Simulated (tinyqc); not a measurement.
Interfaces: Cahn-Hilliard equation on a periodic one-dimensional grid. Computed by tinyqc, a small Python program. Command: `OMP_NUM_THREADS=1 python tinyqc.py 3027722 3027723 out.jsonl cahn walk`. One thread of a shared host (Intel(R) Xeon(R) Processor @ 2.30GHz), about 0.05 s of CPU time with the checks.

Free energy F = h sum_j [A (c_j^2 - 1)^2/4 + (kappa/2) ((c_(j+1) - c_j)/h)^2]; dc/dt = Lap(mu), mu = A (c^3 - c) - kappa Lap(c), Lap(y)_j = (y_(j+1) - 2 y_j + y_(j-1))/h^2, mobility 1; the grid has n = 16 points.

Inputs (values chosen for the exercise, in reduced units):
```
quantity                    value  unit
spacing h                     1.3     -
well depth A                  1.2     -
gradient coefficient kappa    1.2     -
mean composition c0         0.027     -
noise amplitude              0.02     -
time step dt                0.069     -
end time                       60     -
```

Scheme: explicit Euler.

Method:
- Start: c_j = c0 + amplitude x (z_j - mean of z).
- c(new) = c + dt Lap(mu).
- Run to the end time; break off if |c| exceeds 3 or F has risen by more than 1e-9 in more than 30 steps. Domains = stretches with c > c0.
- Continuum wall between c = -1 and +1: c = tanh(x/w), w = sqrt(2 kappa/A), energy s = (2/3) sqrt(2 kappa A). With two walls per domain, the estimate of F at the end is 2 x domains x s. Volume fraction of the +1 phase by the lever rule: (1 + c0)/2.

random numbers: 0.700  0.653  -0.051  0.894  -0.216  0.678  -0.576  -0.283  -0.406  -0.477  0.900  0.540  0.522  0.946  0.879  -0.952

Course:
```
step       t        F      min c     max c  domains
0      0.000  6.23148   0.003271  0.041231        4
17     1.173  6.23009   0.008518  0.041255        2
44     3.036  6.22905   0.000862  0.051716        2
87     6.003  6.22329  -0.023082  0.077237        2
130    8.970  6.19661  -0.074007  0.129657        2
174   12.006  6.07101  -0.182715  0.238993        2
261   18.009  4.77504  -0.625808  0.663223        2
348   24.012  4.29993  -0.857593  0.869899        2
479   33.051  4.29391  -0.869087  0.884756        2
609   42.021  4.29314  -0.864739  0.884334        2
740   51.060  4.29283  -0.861606  0.884244        2
870   60.030  4.29266  -0.859381  0.883825        2
```

F at the end = 4.29266

c at the end: -0.841948  -0.440336  0.549704  0.881725  0.874901  0.516718  -0.483815  -0.859381  -0.857043  -0.473071  0.527301  0.878591  0.883825  0.553101  -0.437008  -0.841263

wall half width w = 1.4142

wall energy s = 1.1314

estimate of F = 4.5255

volume fraction = 0.5135

w/h = 1.0879

What does the comparison show, and why?

The run ends at F = 4.2927, 0.95 of the estimate: close to it, but the extremes of c are -0.859 and 0.884.
